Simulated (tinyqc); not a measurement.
# Worked calculation: band bending at a free surface with one surface level, surface photovoltage and Kelvin probe

Program tinyqc, `OMP_NUM_THREADS=1 python tinyqc.py 2430044 2430045 out.jsonl`; Intel Xeon 2.30GHz, shared host, one thread, about 0.01 s. Printed values are rounded.

n-type bulk, xi = Ec - EF = Vt ln(Nc/Nd), p0 = ni^2/Nd, ni = sqrt(Nc Nv) exp(-Eg/(2 Vt)), Eg in volts. b is the upward band bending, u = b/Vt. Space charge per area, in units of q: Qc = sign(b) sqrt((2 eps0 eps_r Vt/q) [(Nd + dn)(exp(-u) - 1) + Nd u + (p0 + dn)(exp(u) - 1)]), with dn the excess density under light (flat quasi-Fermi levels; 0 in the dark). The level holds -Ns f, f = 1/(1 + exp((xi + b - Es)/Vt)). Neutrality: Qc + Qf + (charge of the states) = 0.

Parameters, values chosen for the exercise; band and dielectric values those of a made-up semiconductor:
```
symbol,value,unit,meaning
T,300,K,temperature
Eg,1.1,eV,band gap
eps_r,13.5,,relative permittivity
Nc,5.13e17,cm^-3,conduction-band density of states at T
Nv,1.43e19,cm^-3,valence-band density of states at T
chi,4.69,eV,electron affinity
Nd,1.9e16,cm^-3,donor density
Qf,2.3e11,cm^-2,fixed positive charge at the surface
pt,4.68,eV,work function of the probe tip
Ns,9e11,cm^-2,density of an acceptor-like surface level
Es,0.59,eV,its depth below the conduction edge
dn,1.6e13,cm^-3,excess carrier density under light
```

Constants: q = 1.602176634e-19 C, kB = 1.380649e-23 J/K, Vt = kB T/q, eps0 = 8.8541878128e-14 F/cm where lengths are in cm. Results are converted to the units shown.

## Bulk quantities

xi, ni, p0, the Debye length sqrt(eps0 eps_r Vt/(q Nd)) and the flat-band work function chi + xi.

xi = 0.0852040 eV
ni = 1.56003e9 cm^-3
p0 = 128.089 cm^-3
Debye length = 31.8608 nm
chi + xi = 4.77520 eV

## Charges against band bending

b, point 0 to 6 (V): [0.146, 0.244, 0.342, 0.439, 0.537, 0.634, 0.732]

Evaluate Qc, the surface charge Qf - Ns f and their sum in the dark; the root lies where the sum changes sign.

Qc, point 0 to 6 (cm^-2): [1.84629e11, 2.48688e11, 2.99380e11, 3.42240e11, 3.80672e11, 4.15227e11, 4.47540e11]
surface charge, point 0 to 6 (cm^-2): [-6.69999e11, -6.69963e11, -6.68346e11, -6.04520e11, 2.89000e10, 2.23963e11, 2.29863e11]
sum, point 0 to 6 (cm^-2): [-4.85370e11, -4.21274e11, -3.68966e11, -2.62280e11, 4.09572e11, 6.39190e11, 6.77403e11]

The sum rises steadily with b, so there is one root; bisection gives b = 0.48791 V.

## Work function and Kelvin-probe reading

converged b = 0.487913 V

Work function chi + xi + b; contact potential difference CPD = (work function of the sample) - pt. Depth of EF below Ec at the surface: xi + b. Depletion width Qc/Nd.

xi + b = 0.573117 eV
Qc = 3.61932e11 cm^-2
Qc/Nd = 190.491 nm
work function = 5.26312 eV
CPD = 583.117 mV

The level is 65.8 % filled: the Fermi level is pinned at it.

## Surface photovoltage

Under chopped light the surface charge keeps its dark value, so b falls to bL with Qc(bL, dn) = Qc(b, 0); the photovoltage is b - bL. Qc rises with b, so bL follows by bisection.

bL = 0.241331 V
photovoltage = 246.582 mV
share of b removed = 50.5382 %
excess holes at the surface, dn exp(bL/Vt) = 1.81257e17 cm^-3
